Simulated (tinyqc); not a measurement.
# Off-state leakage of single and stacked transistors: leakage components against the body voltage

n-channel devices of unit width. Subthreshold current I(Vg, Vs, Vd) = I0 (T/300 K)^0.5 exp[(Vg - Vs - VT(T) - gb (Vs - Vb) + dd (Vd - Vs))/(nf Vt)] (1 - exp(-(Vd - Vs)/Vt)), VT(T) = VT - cT (T - 300 K). Gate-edge tunnelling Ig (Vd/1 V) exp(ag (Vd - 1 V)), for a gate at 0 V, and band-to-band leakage Ab u exp(-Bb/u), u = Vd - Vb + 1 V, flow at a drain held at V; both are taken as independent of T. In a stack of off transistors (all gates at 0 V) the same subthreshold current passes through each.

One transistor with Vg = Vs = 0, Vd = V; stack factor I(one)/I(two in series).

Parameters, values chosen for the exercise; values of the order met in bulk silicon logic transistors: temperature T = 300 K; supply voltage V = 1 V; threshold at 300 K, zero drain and body bias VT = 0.29 V; fall of the threshold with temperature cT = 0.6 mV/K; current at threshold at 300 K I0 = 0.21 uA/um; slope factor nf = 1.24; drain-induced lowering per volt dd = 0.05; rise of the threshold per volt of source-body bias gb = 0.12; gate-edge tunnelling current at 1 V Ig = 2e-5 uA/um; exponential slope of the gate current ag = 5.2 1/V; prefactor of band-to-band leakage at the drain Ab = 40 uA/(um V); its exponential voltage Bb = 24 V.

Constants: q = 1.602176634e-19 C, kB = 1.380649e-23 J/K, Vt = kB T/q. Results are converted to the units shown.

The same in every row: gate edge (nA/um) = 0.020000; stack factor = 5.3338.

Result of one run:
```
Vb (V)  subthreshold (nA/um)  band-to-band (nA/um)  total (nA/um)  largest part
-1.2               0.0013179                70.795         70.816  band-to-band
```

What becomes of these results when the body voltage Vb is changed from -1.2 to -0.8 V, all else the same?

Result of the changed run:
```
Vb (V)  subthreshold (nA/um)  band-to-band (nA/um)  total (nA/um)  largest part
-0.8               0.0058906                21.217         21.243  band-to-band
```

The whole series:
```
Vb (V)  subthreshold (nA/um)  band-to-band (nA/um)  total (nA/um)  largest part
0.2                  0.24883               0.11661        0.38544  subthreshold
0                    0.11769               0.49154        0.62923  band-to-band
-0.2                0.055668                1.6096         1.6853  band-to-band
-0.4                0.026330                4.3584         4.4047  band-to-band
-0.6                0.012454                10.190         10.222  band-to-band
-0.8               0.0058906                21.217         21.243  band-to-band
-1                 0.0027862                40.256         40.278  band-to-band
-1.2               0.0013179                70.795         70.816  band-to-band
-1.4               6.2333e-4                116.93         116.95  band-to-band
```

As Vb goes from 0.2 to -1.4, the total leakage rises from 0.385 to 117 nA/um. The subthreshold part leads at Vb = 0.2, the band-to-band part from 0 on. The reduction by a stack of two stays at 5.33, for the subthreshold part alone. For Vb = 0.2 the body is forward biased; the junction current, left out, is still small at this voltage.

Numbers from tinyqc (`OMP_NUM_THREADS=1 python tinyqc.py 2242062 2242063 out.jsonl`; about 0.04 s on one thread of a shared Intel Xeon 2.30GHz).
